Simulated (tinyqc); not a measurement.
From results to parameters: Luttinger model of the valence bands. Computed by the program tinyqc.

Problem. In the four-band Luttinger model 1/m = g1 -/+ 2 g2 along [100] and g1 -/+ 2 g3 along [111]. Find g1, g2, g3 and the light hole mass along [111].

heavy and light hole masses along [100] (electron masses): 0.121065  0.070323
heavy hole mass along [111] = 0.213675 electron masses

Solution. The mean of the two inverse masses along [100] is g1 and a quarter of their difference is g2; g3 = (g1 - 1/m_hh[111])/2.

g1, g2, g3: 11.240  1.490  3.280
light hole mass along [111] = 0.056 electron masses
